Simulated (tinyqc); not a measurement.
Comparisons within one model: Wannier functions of a composite (isolated) pair of valence bands (bonds of an sp chain). A value that a table varies takes the place of the one given here.

Each atom has a hybrid pointing left (<) and right (>). H(k): diagonal +V3 on A, -V3 on B; <A<|A>> = -V1a, <B<|B>> = -V1b, <A>|B<> = -V2, <B>|A<> = -V2p exp(ik); k in 1/a, Bloch sums with exp(ikR). The two lowest bands are filled. Trial functions in cell 0: g1 = cos(c) A> + sin(c) B<, and g2 = sin(c) B> + cos(c) A< of cell 1, whose Bloch vector has cos(c) exp(-ik) on A<. Projection A_mn = <psi_m|g_n>, S = A^+ A, Loewdin U = A S^(-1/2), Bloch-like states w_n = sum_m psi_m U_mn, H_W(k) = U^+ diag(E) U. P = sum_m |psi_m><psi_m| is free of phase choices, and S = g^+ P g, w = P g S^(-1/2).

Inputs chosen for the exercise:

| symbol | value | unit | meaning |
|---|---|---|---|
| V2 | 2.53 | eV | coupling in the bond A-B inside the cell |
| V2p | 3.16 | eV | coupling in the bond to the next cell |
| V1a | 1.73 | eV | coupling of the two hybrids on A |
| V1b | 0.75 | eV | the same on B |
| V3 | 0 | eV | A at +V3, B at -V3 |
| xb | 0.48 | a | position of B (A at 0) |
| c | 45 | degrees | trial bonds cos(c) on A, sin(c) on B |

## Choice of the trial bonds

N = 12; centres and spreads in real space with point-like hybrids at R and R + xb; smallest eigenvalue of S over the mesh.

Trial angle:

| c (deg) | smallest S | centre 1 (a) | centre 2 (a) | sum of centres | total spread (a^2) | H_12(R = 0), mean over k (eV) |
|---|---|---|---|---|---|---|
| 15 | 0.556 | 0.2313 | 0.7487 | 0.9800 | 0.1408 | -0.3766 |
| 30 | 0.797 | 0.2313 | 0.7487 | 0.9800 | 0.1404 | -0.3662 |
| 45 | 0.951 | 0.2313 | 0.7487 | 0.9800 | 0.1404 | -0.3570 |
| 55 | 0.862 | 0.2313 | 0.7487 | 0.9800 | 0.1404 | -0.3508 |
| 65 | 0.723 | 0.2313 | 0.7487 | 0.9800 | 0.1406 | -0.3443 |
| 75 | 0.556 | 0.2313 | 0.7487 | 0.9800 | 0.1410 | -0.3367 |
| 85 | 0.383 | 0.2313 | 0.7487 | 0.9800 | 0.1417 | -0.3273 |

What can be read from the table?

The sum of the centres stays at 0.9800 a within 0.0000: it gives the electronic polarisation, modulo a, and is fixed by the filled space. Single centres move by less than 0.0001 a here and H_12(0), a matter of gauge, moves by 49 meV. The total spread runs only from 0.1404 to 0.1417 a^2, so the orthogonalisation repairs even poor trials; the projection is best at c = 45 degrees among these rows, and the two bonds, isolated, have c = 45 and 45.

## Interpolating the pair or each band alone

Largest error on 25 points from 0 to pi. Pair: diagonalise the Hermitian part of sum_R exp(ikR) H(R) over the N cells nearest the origin, with H(R) the mean of exp(-ikR) H_W(k) on the mesh k = 2 pi j/N. Alone: the cosine series of each sorted band on the same mesh.

Errors (meV):

| N | pair | each band alone |
|---|---|---|
| 3 | 38.24524 | 56.94279 |
| 4 | 14.18728 | 9.24988 |
| 5 | 2.81781 | 12.16362 |
| 6 | 1.05585 | 1.66501 |
| 8 | 0.10761 | 0.46736 |
| 10 | 0.01144 | 0.11521 |
| 14 | 0.00018 | 0.00809 |

smallest spacing of the two filled bands = 1.1650 eV

How do the results move?

At N = 6 the pair errs by 1.1 meV and the single bands by 1.7; at N = 10, 0.011 against 0.12. Both fall exponentially: the pair at a rate tied to the gap to the empty bands (3.22 eV), the single bands at a slower one tied to their own spacing (1.165 eV at the closest). Not every column falls at every step, since even meshes hold k = pi and odd ones do not.

## What each parameter does

N = 12: centres, total spread (point-like hybrids at R and R + xb) and H_12(0). Each row changes one parameter from the base and keeps the others.

Results:

| case | centre 1 (a) | centre 2 (a) | total spread (a^2) | H_12(0) (eV) |
|---|---|---|---|---|
| base | 0.2313 | 0.7487 | 0.1404 | -0.3570 |
| V2 = 2.93 eV | 0.2323 | 0.7477 | 0.1382 | -0.3595 |
| V2p = 3.56 eV | 0.2323 | 0.7477 | 0.1383 | -0.3591 |
| V1a = 1.93 eV | 0.2288 | 0.7512 | 0.1434 | -0.3524 |
| V1b = 0.95 eV | 0.2325 | 0.7475 | 0.1432 | -0.4521 |
| V3 = 0.4 eV | 0.2664 | 0.7196 | 0.1378 | -0.4075 |
| xb = 0.53 a | 0.2563 | 0.7737 | 0.1406 | -0.3570 |

How do the results move?

The largest shifts from the base row, up to three for each result and ties (the steps differ in size, so this ranks the rows, not the parameters). centre 1 (a): V3 +0.0351, xb +0.0250, V1a -0.0025. centre 2 (a): V3 -0.0292, xb +0.0250, V1a +0.0025. total spread (a^2): V1a +0.0030, V1b +0.0029, V3 -0.0026. H_12(0) (eV): V1b -0.0951, V3 -0.0505, V1a +0.0045; unchanged at the printed digits by xb.

Program tinyqc; command `OMP_NUM_THREADS=1 python tinyqc.py 1451657 1451658 out.jsonl`; about 0.3 s on one thread of a shared Intel(R) Xeon(R) Processor @ 2.30GHz.
